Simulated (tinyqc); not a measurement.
From results back to parameters: zigzag graphene nanoribbon in tight binding. Three cases, with inputs chosen for the exercise.

Problem. The edge state of a wide zigzag ribbon has weight 1 - x^2 on the edge site, x = 2 cos(k/2), and its amplitude falls by x from chain to chain, 1.5 acc apart. The weight below belongs to a hidden k between 2 pi/3 and pi.

Case 1.

Values chosen (out of a larger set: near those used for graphene; not measured data): acc = 1.42 angstrom (bond length).

edge weight = 0.895561

Case 2.

Values chosen (out of a larger set: near those used for graphene; not measured data): acc = 1.42 angstrom (bond length).

edge weight = 0.763164

Case 3.

Values chosen (out of a larger set: near those used for graphene; not measured data): acc = 1.42 angstrom (bond length).

edge weight = 0.959096

Find: k; decay length.

Solution. x = sqrt(1 - weight), k = 2 arccos(x/2), decay length = -1.5 acc/ln x.

Case 1.

k = 2.817
decay length = 1.886 angstrom

Case 2.

k = 2.650
decay length = 2.958 angstrom

Case 3.

k = 2.939
decay length = 1.333 angstrom

Computed by tinyqc, one run a case: `OMP_NUM_THREADS=1 python tinyqc.py N N+1 out.jsonl` with N = 1480523, 1480532, 1480659; one thread of a shared Intel(R) Xeon(R) Processor @ 2.30GHz, about 0.01 s a run at most.
